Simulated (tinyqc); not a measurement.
# Trapped share and trap depth from dynamic on-resistance

Problem. Traps remove the share ft of the electrons in the drain access (length Ld, sheet resistance Rsh before stress), so Ron grows by Rsh Ld ft/(1 - ft). The recovery time goes as T^(-2) exp(q Ea/(kB T)). Find ft and Ea.

Values chosen for this exercise: drain access length Ld = 16 um.

Constants: q = 1.602176634e-19 C, kB = 1.380649e-23 J/K. Results are converted to the units shown.

Ron before and just after an off-state stress (ohm mm): 5.5511572  6.9126584
Rsh = 242.19012 ohm
recovery times at 320 and 390 K (s): 0.0014  9.6587127e-5

Solution. The rise of Ron over Rsh Ld is ft/(1 - ft); ln(t T^2) is linear in 1/T.

ft = 0.260
Ea = 0.350 eV

tinyqc, about 0.02 s, one thread, Intel Xeon 2.30GHz (shared host): `OMP_NUM_THREADS=1 python tinyqc.py 2570069 2570070 out.jsonl`
